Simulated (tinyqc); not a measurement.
Worked calculation: tight binding, honeycomb lattice. Computed by tinyqc, a small Python program that keeps every step. Settings: t1 = 1.21, t2 = 0, phi = 1.57, delta = 0, points = 7. Command: `OMP_NUM_THREADS=1 python tinyqc.py 25190 25191 out.jsonl` (the two numbers bound the seeds that draw the settings). One thread of a shared host (Intel(R) Xeon(R) Processor @ 2.60GHz), about 0.01 s of CPU time with the checks.

## Bloch Hamiltonian at k

Parameters chosen for this model:

| parameter | value | unit |
|---|---|---|
| t1 | 1.210000 | eV, nearest |
| t2 | 0 | eV, second neighbours |
| phi | 1.570000 | rad, phase of t2 (Haldane) |
| delta | 0 | eV, +/- on A and B |

k point k (fractions of the reciprocal vectors): -0.300000  0.430000

H_AB = -t1 (1 + exp(-i k.a1) + exp(-i k.a2)); H_AA = delta - 2 t2 sum cos(k.b + phi), H_BB = -delta - 2 t2 sum cos(k.b - phi), b = a1, a2 - a1, -a2.

H(k) at k (eV):
```
                    A                   B
A            0.000000  0.258751-0.635585i
B  0.258751+0.635585i            0.000000
```

## Levels at k

Diagonalise the Hermitian matrix.

eigenvalues (eV): -0.686237  0.686237

weights |c|^2 of the basis functions:
```
     band 1    band 2
A  0.500000  0.500000
B  0.500000  0.500000
```

## Bloch Hamiltonian at K

k point K (fractions of the reciprocal vectors): 0.333333  0.666667

As before.

H(k) at K (eV):
```
          A         B
A  0.000000  0.000000
B  0.000000  0.000000
```

## Levels at K

As before.

eigenvalues (eV): 0.000000  0.000000

## Bands along a path

The same steps at evenly spaced points between the labelled ones.

Bands along the path (eV):

| k | band 1 | band 2 |
|---|---|---|
| G | -3.630000 | 3.630000 |
| G-K 0.33 | -3.063828 | 3.063828 |
| G-K 0.67 | -1.630229 | 1.630229 |
| K | 0 | 0 |
| K-M 0.33 | -0.643828 | 0.643828 |
| K-M 0.67 | -1.064056 | 1.064056 |
| M | -1.210000 | 1.210000 |
| M-K' 0.33 | -1.064056 | 1.064056 |
| M-K' 0.67 | -0.643828 | 0.643828 |
| K' | 0 | 0 |

With 1 band(s) filled, the highest filled level on these points lies at K and the lowest empty one at K: the bands touch or overlap, so there is no gap.
